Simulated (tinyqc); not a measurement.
# Depth and level of a trap from the time ratio

Problem. For an oxide trap tc/te = exp(E/Vt) with E = E0 - dpsi - (xt/tox)(Vg - VT - dpsi), dpsi being the rise of the surface potential above its value at threshold. Find xt and E0, and the depth that would be read if dpsi were ignored.

Parameters, values chosen for the exercise:
- T = 350 K (temperature)
- tox = 1.2 nm (insulator thickness)

Constants: q = 1.602176634e-19 C, kB = 1.380649e-23 J/K, Vt = kB T/q. Results are converted to the units shown.

Vg - VT (V): [0.31, 0.46]
tc/te: [1.3325472, 0.59185771]
dpsi (V): [0.071895940, 0.085211185]

Solution. E + dpsi is a straight line in the oxide voltage Vg - VT - dpsi with slope -xt/tox and intercept E0. Ignoring dpsi assigns the motion of the bands to the trap and overstates its depth.

xt = 0.0980 nm
E0 = 0.100 eV
depth read without dpsi = 0.196 nm

Computed by the program tinyqc: `OMP_NUM_THREADS=1 python tinyqc.py 2710170 2710171 out.jsonl`, one thread of a shared Intel Xeon 2.30GHz, about 0.01 s for the whole run.
